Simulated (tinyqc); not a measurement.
Closing the gap: two-band tight binding of a puckered layer.

With X = kx ax/2 and Y = ky ay/2: h = t2 + 2 cos(Y) (t1 exp(iX) + t3 exp(-iX)) + t5 exp(2iX), d = 4 t4 cos(X) cos(Y), H = [[d, h], [h*, d]], E = d -/+ |h|.

Constants: hbar^2/2m0 = 3.80998211 eV angstrom^2.

Values chosen for the exercise (near a published set for monolayer black phosphorus; not measured data):
```
symbol  value   unit      meaning
ax      4.44    angstrom  period along x (armchair)
ay      3.32    angstrom  period along y (zigzag)
t1      -1.215  eV        along the zigzag
t3      -0.195  eV        second in the sheet
t4      -0.107  eV        same sublattice
t5      -0.05   eV        far across
```

t2 is lowered; h0 = t2 + 2 t1 + 2 t3 + t5, c = hbar^2/2m0. For h0 > 0 the gap is 2 h0 at Gamma. For h0 < 0 the bands touch at kx = 0, cos(Y) = -(t2 + t5)/(2 (t1 + t3)).

Against t2:
```
t2 (eV)  h0 (eV)  gap (eV)  electron mass along x (m0)  ky of the nodes (1/angstrom)
3.8        0.930     1.860                      0.1847                             -
3.6        0.730     1.460                      0.1590                             -
3.4        0.530     1.060                      0.1279                             -
3.2        0.330     0.660                      0.0892                             -
3.0        0.130     0.260                      0.0400                             -
2.8       -0.070     0.000                           -                        0.1345
2.6       -0.270     0.000                           -                        0.2658
2.4       -0.470     0.000                           -                        0.3528
```

What does the comparison show?

The gap closes at t2 = 2.870 eV. On the way the mass along x falls with the gap and tends to 2 c h0/chi^2 as it closes, while that along y stays. Beyond it two Dirac nodes move apart along the zigzag direction, to ky = +/-0.353 1/angstrom in the last row. The mass formula is c/(ex + gx + chi^2/(2 h0)) with chi = ax (t1 - t3 + t5), gx = -ax^2 ((t1 + t3)/4 + t5/2), ex = -t4 ax^2/2.

Program tinyqc; command `OMP_NUM_THREADS=1 python tinyqc.py 1480660 1480661 out.jsonl`; about 0.01 s on one thread of a shared Intel(R) Xeon(R) Processor @ 2.30GHz.
